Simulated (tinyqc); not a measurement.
Long-channel MOSFET, surface-potential model: two steps of the calculation.

n-channel transistor on a uniformly doped p-type body, gradual-channel approximation, constant mobility, Boltzmann statistics, full ionisation. Potentials are counted from the neutral body; V is the electron quasi-Fermi potential, Vsb at the source and Vsb + Vds at the drain. Charges are magnitudes per area.

Values chosen for this exercise; material values close to those of silicon: temperature T = 293 K; flat-band voltage Vfb = -0.49 V; channel mobility mu = 310 cm^2/(V s); gate width W = 5 um; gate length L = 10 um; source-body reverse bias Vsb = 0 V; gate-source voltage Vgs = 0.7 V; drain-source voltage Vds = 0.05 V.

Constants: q = 1.602176634e-19 C, kB = 1.380649e-23 J/K, Vt = kB T/q. Results are converted to the units shown.

Task 1. Inversion charge along the channel. The surface potential psi at channel potential V solves Vgs + Vsb - Vfb - psi = gamma sqrt(G), G = psi - Vt + Vt exp((psi - 2 phiF - V)/Vt). Charge sheet: Qi = Cox gamma [sqrt(G) - sqrt(psi - Vt)]. Pao-Sah: Qi = (Cox gamma/2) integral from 3 Vt to psi of exp((u - 2 phiF - V)/Vt)/sqrt(G(u, V)) du.

| point | V (V) |
|---|---|
| 0 | 0 |
| 1 | 0.00625 |
| 2 | 0.0125 |
| 3 | 0.01875 |
| 4 | 0.025 |
| 5 | 0.03125 |
| 6 | 0.0375 |
| 7 | 0.04375 |
| 8 | 0.05 |

phiF = 0.37578036 V
Cox = 0.40994890 uF/cm^2
gamma = 0.15395663 V^0.5

Find: psi; Qi, charge sheet; Qi, Pao-Sah.

Result 1.

| point | psi (V) | Qi, charge sheet (nC/cm^2) | Qi, Pao-Sah (nC/cm^2) |
|---|---|---|---|
| 0 | 0.8749 | 71.00 | 71.87 |
| 1 | 0.8801 | 68.71 | 69.55 |
| 2 | 0.8852 | 66.43 | 67.24 |
| 3 | 0.8903 | 64.16 | 64.95 |
| 4 | 0.8954 | 61.91 | 62.67 |
| 5 | 0.9004 | 59.67 | 60.40 |
| 6 | 0.9054 | 57.44 | 58.15 |
| 7 | 0.9104 | 55.23 | 55.91 |
| 8 | 0.9154 | 53.03 | 53.68 |

At the source the charge-sheet charge is 1.2 % below the Pao-Sah one.

Task 2. Pao-Sah current by Simpson's rule. I = mu (W/L) integral of Qi dV; Simpson's rule on the 9 points, step Vds/8, weights 1, 4, 2, ..., 4, 1 times step/3.

| point | Qi, Pao-Sah (nC/cm^2) |
|---|---|
| 0 | 71.869295 |
| 1 | 69.550476 |
| 2 | 67.243533 |
| 3 | 64.949005 |
| 4 | 62.667470 |
| 5 | 60.399556 |
| 6 | 58.145937 |
| 7 | 55.907345 |
| 8 | 53.684573 |

Wanted: Pao-Sah current.

Result 2.

Pao-Sah current = 0.4860 uA

Gauss-Legendre quadrature on many points gives 0.4860 uA, so this value is within 0.01 % of it; the charge-sheet current, 0.4595 uA, is 5.4 % below it.

Program tinyqc, `OMP_NUM_THREADS=1 python tinyqc.py 2360112 2360113 out.jsonl`; Intel Xeon 2.30GHz, shared host, one thread, about 0.05 s.
